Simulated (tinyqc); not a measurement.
A and C from the efficiency peak.

Problem. ABC model of an LED: J = q da (A n + Ba n^2 + Ca n^3), IQE = Ba n^2/(A n + Ba n^2 + Ca n^3), differential lifetime 1/(A + 2 Ba n + 3 Ca n^2). The peak lies at n = sqrt(A/Ca). Given Ba, find n at the peak, A and Ca.

Parameters, values chosen for the exercise: radiative coefficient of the active layer Ba = 6.6e-10 cm^3/s; thickness of the active layer da = 34 nm.

Constants: q = 1.602176634e-19 C. Results are converted to the units shown.

peak IQE = 99.586773 %
J at the peak = 1203.4009 A/cm^2

Answer. IQE J = q da Ba n^2 gives n. At the peak A n = Ca n^3, each being half of the non-radiative rate Ba n^2 (1/IQE - 1).

n at the peak = 1.83e18 cm^-3
A = 2.50e6 1/s
Ca = 7.50e-31 cm^6/s

Program tinyqc, `OMP_NUM_THREADS=1 python tinyqc.py 2300112 2300113 out.jsonl`; Intel Xeon 2.30GHz, shared host, one thread, about 0.01 s.
